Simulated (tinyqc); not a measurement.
Surface potential of a MOS transistor: implicit equation and explicit approximations: two steps of the calculation.

p-type body, charge-sheet picture, depletion and inversion only, full ionisation (an idealisation for deep acceptors), Boltzmann statistics (rough once Na exp(x - xn) passes about Nc/7). In units of Vt: xg = (Vg - Vfb)/Vt, x = psi/Vt, G = gamma/sqrt(Vt), xn = (2 phiF + Vc)/Vt. The implicit equation is (xg - x)^2 = G^2 [x - 1 + exp(x - xn)] for x above about 3. Cox = eps0 eox/tox.

Problem 1. Explicit approximation. Depletion value a = 1 + [sqrt(G^2/4 + xg - 1) - G/2]^2; inversion value b = xn + ln[(xg - xn)^2/G^2 - xn + 1] and first guess y = min(a, b) - ln(1 + exp(-|a - b|)) if a > xn + 1, else b = y = a; one second-order correction with D = exp(y - xn), p = 2 (xg - y) + G^2 (1 + D), w = (xg - y)^2 - G^2 (y - 1 + D): z = y + 2 w/(p + sqrt(p^2 - 2 (2 - G^2 D) w)), or the Newton step z = y + w/p where the root is not real.

G = 3.0182310
xn = 41.229423
xg = 65.449482

Give: a; b; y; p; w; z.

Solution 1.

a = 45.349
b = 44.414
y = 44.083
p = 209.92
w = -94.038
z = 43.515

The root of the implicit equation is x = 43.5446; y misses it by 0.54 and z by -0.029, in units of Vt.

Problem 2. New x. D = exp(x - xn), f = (xg - x)^2 - G^2 (x - 1 + D), f' = -2 (xg - x) - G^2 (1 + D), x(new) = x - f/f'.

x after iteration 1 = 44.430734
G = 3.0182310
xn = 41.229423
xg = 65.449482

Give: D; f; f'; x after iteration 2.

Solution 2.

D = 24.565
f = -177.63
f' = -274.92
x after iteration 2 = 43.785

Computed by the program tinyqc: `OMP_NUM_THREADS=1 python tinyqc.py 2122104 2122105 out.jsonl`, one thread of a shared Intel Xeon 2.30GHz, about 0.01 s for the whole run.
